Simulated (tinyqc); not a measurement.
What each parameter does: k.p values derived from sp3s* tight binding at Gamma.

At Gamma the states are two-level mixtures: s-like S+ (upper) and S- (lower) from [[Esa, Vss], [Vss, Esc]], p-like P- (valence) and P+ from [[Epa, Vxx], [Vxx, Epc]], and the bare s* levels. With real k in 1/angstrom and kz = 0, the phase sums over the four bonds are g0 = 1 - (a k/4)^2/2, g1 = i a kx/4, g3 = -(a/4)^2 kx ky to second order. Each mixture is written (anion, cation) with the anion part positive. c = hbar^2/2m0. No spin-orbit coupling.

Recipe: P = (a/4)(sa pc Vsapc + sc pa Vscpa) between an s and a p state ((a/4) pc Vxapc and (a/4) pa Vpaxc for s*), Ep = P^2/c for S+ to P-; m0/m = [-(a/4)^2 sa sc Vss + sum P^2/(E(S+) - E(P))]/c; L = d0 + F, M = d0 + H1, N = dN + F + H1 with d0 = -(a/4)^2 pa pc Vxx, dN = -2 (a/4)^2 pa pc Vxy, F = sum P^2/(E(P-) - E(s)) over the four s-like states, H1 = Q^2/(E(P-) - E(P+)), Q = (a/4) Vxy (pa p'c - pc p'a); g1 = -(L + 2M)/(3c), g2 = -(L - M)/(6c), g3 = -N/(6c).

Constants: hbar^2/2m0 = 3.80998211 eV angstrom^2.

Inputs chosen for the exercise (near a published set for InP, fitted to gaps, whose masses and valley positions are rough; the results hold for these values, not for the real material): a = 5.872 angstrom (lattice constant); Esa = -8.552 eV (s level of the anion); Epa = 0.867 eV (p level of the anion); Esc = -1.487 eV (s level of the cation); Epc = 4.063 eV (p level of the cation); Exa = 8.29 eV (s* level of the anion); Exc = 7.094 eV (s* level of the cation); Vss = -5.389 eV (s-s); Vxx = 1.876 eV (px-px); Vxy = 4.209 eV (px-py); Vsapc = 2.244 eV (s anion, p cation); Vscpa = 5.605 eV (s cation, p anion); Vxapc = 3.479 eV (s* anion, p cation); Vpaxc = 4.505 eV (p anion, s* cation).

The recipe applied anew.

One parameter was then changed.

Results before and after:
```
case     EG (eV)  Ep (eV)  m (m0)     g1     g2     g3
base      1.4234   13.716  0.1225  4.615  1.493  1.868
changed   1.2985   13.773  0.1089  4.940  1.655  2.031
```

Which of these changes was made? (a) Vxapc = 3.629 eV; (b) Epc = 4.213 eV; (c) Vxy = 4.059 eV; (d) a = 5.922 angstrom; (e) Vsapc = 2.094 eV; (f) Vss = -5.239 eV; (g) Exc = 7.244 eV.

Answer: (f) Vss = -5.239 eV. Of the candidates, run in turn, only this one gives the changed row.

All candidates:
```
case                EG (eV)  Ep (eV)  m (m0)     g1     g2     g3
base                 1.4234   13.716  0.1225  4.615  1.493  1.868
Exc = 7.244 eV       1.4234   13.716  0.1225  4.606  1.488  1.864
Vss = -5.239 eV      1.2985   13.773  0.1089  4.940  1.655  2.031
Vsapc = 2.094 eV     1.4234   13.550  0.1246  4.573  1.472  1.848
Vxapc = 3.629 eV     1.4234   13.716  0.1225  4.619  1.495  1.871
a = 5.922 angstrom   1.4234   13.950  0.1204  4.694  1.518  1.900
Epc = 4.213 eV       1.3977   13.783  0.1188  4.674  1.538  1.907
Vxy = 4.059 eV       1.4234   13.716  0.1225  4.520  1.516  1.855
```

Exc and Vxapc act through the s* states, which enter F alone and leave EG, Ep and m.

(tinyqc, `OMP_NUM_THREADS=1 python tinyqc.py 1480982 1480983 out.jsonl`, Intel(R) Xeon(R) Processor @ 2.30GHz, 1 thread, shared host, about 0.01 s.)
